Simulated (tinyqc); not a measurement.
# Oxide trap near a transistor channel: two-state multiphonon kinetics, telegraph noise and bias instability, step by step

A worked calculation. Computed by tinyqc, a small Python program that keeps every step. Command: `OMP_NUM_THREADS=1 python tinyqc.py 3030391 3030392 out.jsonl oxidetrap walk`. One thread of a shared host (Intel(R) Xeon(R) Processor @ 2.30GHz), about 0.01 s of CPU time with the checks. Intermediate numbers are printed to about 7 digits and carried at full precision; extremes and crossings named in words are read from the listed rows.

An n-channel device under positive gate bias. The trap is empty (state 1) or holds an electron (state 2); both states are parabolas of equal curvature, and the electron reservoir is taken at the Fermi level of the channel.

Inputs (values chosen for the exercise, with an insulator like SiO2 on silicon): insulator constant eps_ox = 3.83; insulator thickness t_ox = 5.4 nm; trap depth x from the interface = 0.52 nm; tunnel barrier phi_b = 3.13 eV; tunnelling mass m_ox = 0.39 m_0; trap level above E_F at zero field E_t = 0.31 eV; relaxation energy E_R = 2.8 eV; oxide field F = 6.1 MV/cm; attempt rate k_0 at the interface = 9e+11 1/s; temperature T = 250 K; channel width W = 80 nm; channel length L = 250 nm; frequency f = 4000 Hz; stress time t_s = 300 s.

Parts treated: one trap.

Constants: hbar^2/(2 m_0) = 3.80998212 eV angstrom^2; k_B = 8.617333262e-05 eV/K; e = 1.602176634e-19 C; eps_0 = 8.8541878128e-12 F/m.

## Tunnelling factor

kappa = sqrt(2 m_ox phi_b)/hbar = sqrt(m_ox phi_b/(hbar^2/2m_0)); attenuation length lambda = 1/(2 kappa); factor exp(-x/lambda) for a rectangular barrier.

kappa = 5.660346 1/nm

attenuation length lambda = 0.08833382 nm

tunnelling factor = 0.002775956

Caution: a field 1.5 times as high comes near the usual breakdown field of such an insulator.

## Barriers and time constants

E_21 = E_t - e F x is the energy of state 2 over state 1; barriers E_c = (E_R + E_21)^2/(4 E_R), E_e = E_c - E_21; tau_c = exp(E_c/k_B T)/(k_0 P), tau_e = exp(E_e/k_B T)/(k_0 P), P the tunnelling factor; occupation f_2 = tau_e/(tau_c + tau_e); 1/tau_0 = 1/tau_c + 1/tau_e.

E_21 = -0.0072 eV

capture barrier E_c = 0.6964046 eV

emission barrier E_e = 0.7036046 eV

capture time tau_c = 43776.84 s

emission time tau_e = 61149.09 s

occupation f_2 = 0.5827834

tau_0 = 25512.41 s

The two times are within a factor 30 of each other, so the trap switches between both states, though too slowly to see in a usual record. Caution: at this temperature nuclear tunnelling through such barriers shortens the times below these classical values.

## Step height and noise

Charge-sheet step dV = e (t_ox - x)/(eps_ox eps_0 W L); Lorentzian spectrum S(f) = 4 dV^2 tau_0^2/((tau_c + tau_e)(1 + (2 pi f tau_0)^2)); corner 1/(2 pi tau_0); variance dV^2 f_2 (1 - f_2) = dV^2 tau_0/(tau_c + tau_e).

threshold step dV = 1.152797 mV

corner frequency = 6.238333e-06 Hz

S(f) = 8.020527e-20 V^2/Hz

root-mean-square noise = 0.5684432 mV

f lies above the corner, on the 1/f^2 tail. Random dopants and current percolation, left out here, spread real steps around this value.

## Stress and recovery of one trap

From the zero-field occupation f(0), f(t) = f_2 + (f(0) - f_2) exp(-t/tau_0) under the field; after t_s the field is removed and f relaxes with the zero-field constants.

occupation at zero field = 5.632158e-07

tau_0 at zero field = 57.81407 s

occupation after stress = 0.006813362

half-time of recovery = 40.07366 s

## Bias dependence of the times

The formulas are those given above.

Against field:
```
F (MV/cm)  E_21 (eV)     tau_c (s)     tau_e (s)           f_2
0.00         0.31000  1.026499e+08  5.781410e+01  5.632158e-07
1.83         0.21484  9.168395e+06  4.278677e+02  4.666550e-05
3.66         0.11968  8.827261e+05  3.413370e+03  3.851956e-03
4.88         0.05624  1.933264e+05  1.420832e+04  6.846237e-02
6.10        -0.00720  4.377684e+04  6.114909e+04  5.827834e-01
7.32        -0.07064  1.024910e+04  2.720980e+05  9.637004e-01
9.15        -0.16580  1.235983e+03  2.718902e+06  9.995456e-01
```

ln(tau_c/tau_e) falls by e x/k_B T = 2.414 per MV/cm, which measures the depth x if the change of surface potential with bias is left aside. Over these rows tau_c shortens by 4.92 decades and tau_e lengthens by 4.67; the two share the shift almost equally, as the first and last E_21 average to little against E_R. The times cross at F = E_t/(e x) = 5.96 MV/cm.

Checks made by the program: detailed balance tau_c/tau_e = exp(E_21/k_B T) (relative difference below 1e-10); the integral of S(f) against the variance (relative difference below 1e-10).
